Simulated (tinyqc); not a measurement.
# Well width for a wanted wavelength

Problem. The layer is x parts of the first compound and 1 - x of the second, grown coherently on the third as substrate and barrier. Rows of the table: lattice constant a, average valence level Ea on an absolute scale, spin-orbit splitting so, gaps at Gamma, X and L, hydrostatic deformation potentials av and ac (Gamma), shear potential b, elastic constants, electron and heavy-hole (along z) masses. All are interpolated linearly in x; gaps get -C x (1 - x), taken wholly in the conduction band; real line-ups can differ from this model by 0.1 eV or more. In-plane strain e = (a_substrate - a)/a, e_z = -2 (c12/c11) e, volume change 2 e + e_z. With v = 2 e + e_z and d = 2 b (e_z - e): Eav = Ea + av v; E_hh = Eav + so/3 - d/2; E_lh = Eav - so/6 + d/4 + sqrt(so^2 + so d + 9 d^2/4)/2; E_c = Ea + so/3 + EG + ac v (Gamma). Substrate: E_v = Ea + so/3, E_c = E_v + EG. Well depths: dEc = E_c(substrate) - E_c, dEhh = E_hh - E_v(substrate), dElh likewise; strained Gamma gap E_c - max(E_hh, E_lh); positive values confine carriers in the layer. Lowest level of a finite well of width Lw and depth V: kw Lw/2 = arctan(sqrt((mw/mb)(V - E)/E)), kw = sqrt(mw E/C), C = hbar^2/(2 m0), for electrons (dEc) and heavy holes (dEhh), mb from the substrate; transition E_c - E_hh + both levels, without exciton binding; wavelength h c/E. Find Lw and the two levels.

Parameters, values chosen for the exercise: fraction of the first compound in the layer x = 0.8; bowing of the Gamma gap CG = 0.477 eV; bowing of the X gap CX = 1.4 eV; bowing of the L gap CL = 0.33 eV.

Constants: q = 1.602176634e-19 C, hbar = 1.054571817e-34 J s, h = 6.62607015e-34 J s, m0 = 9.1093837015e-31 kg, c = 299792458 m/s, hbar^2/(2 m0) = 0.0380998212 eV nm^2. Results are converted to the units shown.

Binary compounds, values chosen for the exercise:

|  | close to InAs | close to GaAs | close to InP |
|---|---|---|---|
| a (angstrom) | 6.058 | 5.653 | 5.869 |
| Ea (eV) | -6.67 | -6.92 | -7.04 |
| so (eV) | 0.375 | 0.339 | 0.11 |
| EG (eV) | 0.356 | 1.41 | 1.36 |
| EX (eV) | 1.36 | 1.9 | 2.16 |
| EL (eV) | 1.06 | 1.69 | 1.95 |
| av (eV) | 0.99 | 1.16 | 1.28 |
| ac (eV) | -5.15 | -7.08 | -4.98 |
| b (eV) | -1.8 | -1.71 | -1.71 |
| c11 (GPa) | 82.8 | 119 | 102 |
| c12 (GPa) | 45.1 | 53.2 | 56 |
| me (m0) | 0.0228 | 0.067 | 0.0805 |
| mh (m0) | 0.33 | 0.351 | 0.529 |

wavelength = 2153.2566 nm

Answer. Both levels fall steadily as the well widens, so the wavelength rises steadily and one width matches.

Lw = 13.7 nm
electron level = 31.8 meV
heavy-hole level = 5.03 meV

Program tinyqc, `OMP_NUM_THREADS=1 python tinyqc.py 2690020 2690021 out.jsonl`; Intel Xeon 2.30GHz, shared host, one thread, about 0.01 s.
